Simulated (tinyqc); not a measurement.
Inside a calculation. Model: valley-orbit splitting of a donor ground state, with strain. Computed by tinyqc, a small Python program that keeps every step. Command: `OMP_NUM_THREADS=1 python tinyqc.py 3009935 3009936 out.jsonl valleyorbit walk`. One thread of a shared host (Intel(R) Xeon(R) Processor @ 2.30GHz), about 0.01 s of CPU time with the checks. Intermediate numbers are printed to about 6 digits and carried at full precision; extremes and crossings named in words are read from the listed rows.

The basis is the 1s envelope in each valley; energies are counted from the unstrained conduction-band edge. The strain is e_s (a a^T - 1/3) for the unit stress axis a, so valley j along n_j moves by Xi_u e_s w_j with w_j = (n_j.a)^2 - 1/3: +2/3 for [111], -2/9 for the others.

Inputs (values chosen for the exercise, for a model many-valley semiconductor):
```
quantity                                    value   unit
single-valley binding energy E_0             11.1    meV
central-cell shift Lambda                    0.37    meV
coupling Delta_1                             0.12    meV
shear deformation potential Xi_u             15.9     eV
shear strain e_s                          0.00015      -
temperature T                                  50      K
donor density N_D                         3.4e+15  cm^-3
density-of-states mass of one valley m_e    0.223    m_0
```

Valleys: four along <111>. Stress axis: [111].

Constants: k_B = 8.617333262e-05 eV/K; m_0 = 9.1093837015e-31 kg; k_B = 1.380649e-23 J/K; h = 6.62607015e-34 J s.

## Levels without strain

By symmetry: E(A1) = E_0 + Lambda + 3 Delta_1 (one state), E(T2) = E_0 + Lambda - Delta_1 (three), as binding energies.

E(A1) = 11.83 meV

E(T2) = 11.35 meV

Only A1 has all valley amplitudes in phase, so only it has weight at the nucleus.

## The valley matrix under strain

H_jj = -(E_0 + Lambda) + Xi_u e_s w_j; H_jk = -Delta_1 between any two valleys.

H (meV):
```
         [111]  [1-1-1]  [-11-1]  [-1-11]
[111]    -9.88    -0.12    -0.12    -0.12
[1-1-1]  -0.12   -12.00    -0.12    -0.12
[-11-1]  -0.12    -0.12   -12.00    -0.12
[-1-11]  -0.12    -0.12    -0.12   -12.00
```

## Levels and ground state under strain

Diagonalise H; the ground vector has positive components. The density at the nucleus, and so the contact hyperfine coupling, scales as (sum_j c_j)^2/(number of valleys), which is 1 without strain; the envelopes are held fixed.

levels (meV): -12.2582  -11.8800  -11.8800  -9.8618

valley amplitudes of the ground state: [111] 0.087066, [1-1-1] 0.575158, [-11-1] 0.575158, [-1-11] 0.575158

hyperfine ratio A/A_0 = 0.821325

The valleys that move down hold 99.2 % of the ground state, against 75.0 % without strain.

## Binding energy under strain

The binding energy is counted from the lowest valley edge, min_j Xi_u e_s w_j; the gap is from the ground state to the next level.

binding energy under strain = 11.7282 meV

gap to the first excited state = 0.378165 meV

## Populations and ionisation

z = sum over levels of exp(-(E - E_ground)/k_B T), the ground-state share being 1/z; N_c = 2 (2 pi m_e k_B T/h^2)^(3/2) sum_j exp(-(shift_j - lowest shift)/k_B T); n1 = N_c/(2 z) exp(-binding/k_B T), binding = lowest shift - E_ground; without compensation n = 2 N_D/(1 + sqrt(1 + 4 N_D/n1)) (Boltzmann statistics; p and higher states left out).

partition sum z = 3.40535

share of neutral donors in the ground state = 0.293656

N_c = 6.49346e+17 cm^-3

n1 = 6.26812e+15 cm^-3

free electrons n = 2.44572e+15 cm^-3

Caution: k_B T exceeds a third of E_0, so the p and higher states, left out, hold part of the bound electrons.

## Strain dependence

The contact hyperfine ratio is A/A_0 = (sum_j c_j)^2/(number of valleys), c_j the valley amplitudes of the ground state; binding from the lowest valley edge.

Against strain:
```
e_s        Xi_u e_s (w_max - w_min) (meV)  binding (meV)  gap to next level (meV)     A/A_0
-0.001200                         -16.960        11.4726                  16.7252  0.260839
-0.000450                          -6.360        11.4771                   6.1341  0.279919
-0.000150                          -2.120        11.4927                   1.9254  0.349383
-0.000045                          -0.636        11.5591                   0.5741  0.641085
0.000045                            0.636        11.7568                   0.4068  0.911499
0.000150                            2.120        11.7282                   0.3782  0.821325
0.000450                            6.360        11.7165                   0.3665  0.776724
0.001200                           16.960        11.7125                   0.3625  0.760389
```

A/A_0 falls for either sign of strain, to 0.261 and 0.760 at the ends; its limits are the shares of the valleys that end up lowest, 1/4 under compression and 3/4 under tension. Near zero strain A/A_0 changes in second order, the binding in first. The binding energy drops from 11.83 meV to 11.47 and 11.71 meV, since fewer valleys share the valley-orbit gain.

## Do the excited 1s states matter for ionisation?

No strain here. The last two columns set z = 1, with the A1 depth, or use one level at E_0 with z equal to the number of valleys.

Ionised share:
```
T (K)        z  all 1s states  ground state alone  no splitting
6.9    2.33822    7.28276e-05         1.11360e-04   1.02872e-04
11.0   2.80802    3.83648e-03         6.42050e-03   4.72214e-03
17.0   3.16183    4.44025e-02         7.75721e-02   5.04856e-02
25.0   3.40081    1.91450e-01         3.23051e-01   2.07088e-01
34.0   3.54666    4.15286e-01         6.25723e-01   4.35285e-01
55.0   3.71105    7.77130e-01         9.16476e-01   7.88174e-01
92.0   3.82375    9.42753e-01         9.83700e-01   9.45109e-01
```

z grows from 2.338 to 3.82 of at most 4. Leaving out the excited states overstates the ionised share by up to 74.7 % (at 17.0 K); ignoring the splitting misses by a factor 1.41 at the lowest T and 1.00 at the highest.

Checks made by the program: symmetry formulas against diagonalisation (relative difference below 1e-10).
